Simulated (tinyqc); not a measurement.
MP2 on RHF in the sto-6g basis, for H2, spin multiplicity 1, step by step. One step of it, computed by the program tinyqc.

Task: Second-order Moller-Plesset energy. E2 = sum_ijab (ia|jb) [2 (ia|jb) - (ib|ja)] / (e_i + e_j - e_a - e_b) over occupied i, j and virtual a, b; the opposite-spin part is (ia|jb)^2 / denominator, the rest is same-spin, and SCS-MP2 scales them by 6/5 and 1/3.

orbital energies (hartree): MO1 -0.506852, MO2 0.491385

Two-electron integrals over orbitals (pq|rs), unique and non-zero (hartree):
```
(11|11) 0.636641   (21|21) 0.193544   (22|11) 0.630793   (22|22) 0.662944
```

Hartree-Fock energy = -1.08918087 hartree

Give: Terms; Pair energies; MP2 correlation energy; SCS-MP2 correlation energy; MP2 total energy.

Result:

Terms:
```
i  j  a  b  (ia|jb)  (ib|ja)  denominator     term
1  1  2  2   0.1935   0.1935      -1.9965  -0.0188
```

Pair energies (hartree; pair i-j sums ij and ji):
```
pair  opposite spin  same spin
1-1         -0.0188     0.0000
```

MP2 correlation energy = -0.018763 hartree

SCS-MP2 correlation energy = -0.022515 hartree

MP2 total energy = -1.107944 hartree
